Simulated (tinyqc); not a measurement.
# Vertical double-diffused power MOSFET, components of the on-resistance: effects of single changes

Stripe cells of pitch Wp + a, two channels a cell. Current flows through the channels, spreads in the accumulation layer, passes the gap between the p bodies and spreads at 45 degrees into the drift layer below them. Low drain voltage, full ionisation.

Inputs (values chosen for the exercise); bulk values close to those of gallium nitride: temperature T = 300 K; relative permittivity eps_r = 9.44; critical-field constant Kc = 25800 V/cm per (cm^-3)^(1/8); rated breakdown voltage of the drift layer BV = 6500 V; drift mobility at 300 K mud = 915 cm^2/(V s); temperature exponent of the drift mobility bt = 2.3; gate oxide thickness (eps_r 3.9) tox = 61 nm; gate overdrive Vov = 5 V; channel mobility mch = 24 cm^2/(V s); accumulation-layer mobility mac = 150 cm^2/(V s); channel length Lc = 0.5 um; width of the p body in one cell, channels included Wp = 7.1 um; gap between neighbouring p bodies a = 3.5 um; depth of the p body xp = 1.4 um; doping of the gap over the drift doping Nj = 1; built-in voltage of the body junction Vbi = 3.09 V; substrate and contact resistance Rs = 0.21 mohm cm^2.

Constants: q = 1.602176634e-19 C, eps0 = 8.8541878128e-14 F/cm where lengths are in cm. Results are converted to the units shown.

Each table varies one quantity; the others keep the values above.

## On-resistance against the doping of the gap over the drift doping

Triangular field at breakdown with Ec = Kc N^(1/8): BV = eps0 eps_r Ec^2/(2 q N), so N = (eps0 eps_r Kc^2/(2 q BV))^(4/3); W = 2 BV/Ec; mu = mud (T/300 K)^(-bt); rho = 1/(q mu N); ideal resistance rho W. Pitch p = Wp + a, Cox = 3.9 eps0/tox; zero-bias depletion in the gap w0 = sqrt(2 eps0 eps_r Vbi/(q N Nj)), open gap g = a - 2 w0; R_ch = Lc p/(2 mch Cox Vov); R_acc = 0.6 a p/(4 mac Cox Vov), 0.6 being an empirical factor for current leaving the layer along its length; R_gap = (rho/Nj) xp p/g; spreading depth t = min(W, (p - g)/2); R_drift = (rho p/2) ln((g + 2 t)/g) + rho (W - t); R_on = the sum with Rs.

The same in every row: R_ch (mohm cm^2) = 3.901; R_acc (mohm cm^2) = 1.311; ideal (mohm cm^2) = 24.90.

Results:

| Nj | R_gap (mohm cm^2) | R_drift (mohm cm^2) | R_on (mohm cm^2) | largest term |
|---|---|---|---|---|
| 1 | 7.722 | 28.48 | 41.62 | drift |
| 1.5 | 3.102 | 27.51 | 36.04 | drift |
| 2 | 1.881 | 27.13 | 34.43 | drift |
| 3 | 1.022 | 26.77 | 33.21 | drift |
| 5 | 0.5172 | 26.48 | 32.42 | drift |
| 12 | 0.1810 | 26.20 | 31.80 | drift |

Estimate the missing row, Nj = 8.

Computed row:

| Nj | R_gap (mohm cm^2) | R_drift (mohm cm^2) | R_on (mohm cm^2) | largest term |
|---|---|---|---|---|
| 8 | 0.2905 | 26.31 | 32.02 | drift |

With this row back in the table: R_on falls from 41.6 to 31.8 mohm cm^2. The drift term is the largest at Nj = 1 and in all other rows. R_on is 1.67 times the ideal drift resistance in the first row and 1.28 times in the last.

## On-resistance against the channel mobility

Same model as above.

The same in every row: R_acc (mohm cm^2) = 1.3108; R_gap (mohm cm^2) = 7.7216; R_drift (mohm cm^2) = 28.478; ideal (mohm cm^2) = 24.896.

On-resistance against the channel mobility:

| mch (cm^2/(V s)) | R_ch (mohm cm^2) | R_on (mohm cm^2) | largest term |
|---|---|---|---|
| 5 | 18.725 | 56.446 | drift |
| 10 | 9.3625 | 47.083 | drift |
| 20 | 4.6813 | 42.402 | drift |
| 40 | 2.3406 | 40.061 | drift |
| 70 | 1.3375 | 39.058 | drift |
| 100 | 0.93625 | 38.657 | drift |
| 300 | 0.31208 | 38.033 | drift |
| 500 | 0.18725 | 37.908 | drift |

R_on falls from 56.4 to 37.9 mohm cm^2. The drift term is the largest at mch = 5 and in all other rows. R_on is 2.27 times the ideal drift resistance in the first row and 1.52 times in the last.

Computed by the program tinyqc: `OMP_NUM_THREADS=1 python tinyqc.py 2230030 2230031 out.jsonl`, one thread of a shared Intel Xeon 2.30GHz, about 0.01 s for the whole run.
